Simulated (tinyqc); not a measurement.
From results back to parameters: band gaps under pressure and temperature from deformation potentials. Two cases, with inputs chosen for the exercise.

Problem. A gap moves by a ln(V/V0) with V/V0 = (1 + Bp P/B0)^(-1/Bp). B0 and the shifts at two pressures are given.

Find: ratio of the shifts; Bp; a.

Method. The ratio of the shifts, ln(1 + Bp P2/B0)/ln(1 + Bp P1/B0), falls steadily from P2/P1 as Bp grows and so fixes Bp; then a = -shift x Bp/ln(1 + Bp P/B0).

Case 1.

Values chosen (out of a larger set: near those of InAs, the X and L potentials typical of such crystals; not measured data): P12 = (2, 3) GPa (two pressures).

B0 = 58.0667 GPa

shifts at the two pressures (eV): 0.1961662  0.2837306

Solution.

ratio of the shifts = 1.4464
Bp = 4.97
a = -6.17 eV

Case 2.

Values chosen (out of a larger set: near those of InAs, the X and L potentials typical of such crystals; not measured data): P12 = (3, 5) GPa (two pressures).

B0 = 57.5333 GPa

shifts at the two pressures (eV): 0.2850910  0.4441157

Solution.

ratio of the shifts = 1.5578
Bp = 4.98
a = -6.15 eV

Computed by tinyqc, one run a case: `OMP_NUM_THREADS=1 python tinyqc.py N N+1 out.jsonl` with N = 1051207, 1051222; one thread of a shared Intel(R) Xeon(R) Processor @ 2.30GHz, about 0.01 s a run at most.
